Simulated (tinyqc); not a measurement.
Self-consistent Fermi level with native defects, at growth and after a quench: one step, computed by the program tinyqc.

Energies are counted from the top of the valence band (VBM); when the gap shrinks with temperature the conduction band moves and the levels stay. The added dopant is taken as fully ionised. D and A draw on one reservoir with opposite signs, as the two vacancies of a compound do.

Task: Bands at growth. E_g(T) = E_g - slope x max(0, T - 300 K). N_c = 2 M_c (2 pi m_e k_B T/h^2)^(3/2) and N_v = 2 (2 pi m_h k_B T/h^2)^(3/2), masses in units of m_0. At growth T = T_g.

Inputs (values chosen for the exercise, with bands modelled on CdTe): gap E_g at 300 K = 1.53 eV; slope -dE_g/dT above 300 K = 0.00028 eV/K; electron mass m_e = 0.0931 m_0; valleys M_c = 1; hole mass m_h = 0.645 m_0; growth temperature T_g = 1120 K.

Added shallow dopant: acceptor.

Constants: m_0 = 9.1093837015e-31 kg; k_B = 1.380649e-23 J/K; h = 6.62607015e-34 J s; k_B = 8.617333262e-05 eV/K.

Give: E_g(T_g); N_c(T_g); N_v(T_g); k_B T_g.

Result:

E_g(T_g) = 1.3004 eV

N_c(T_g) = 5.142e+18 cm^-3

N_v(T_g) = 9.377e+19 cm^-3

k_B T_g = 0.09651 eV
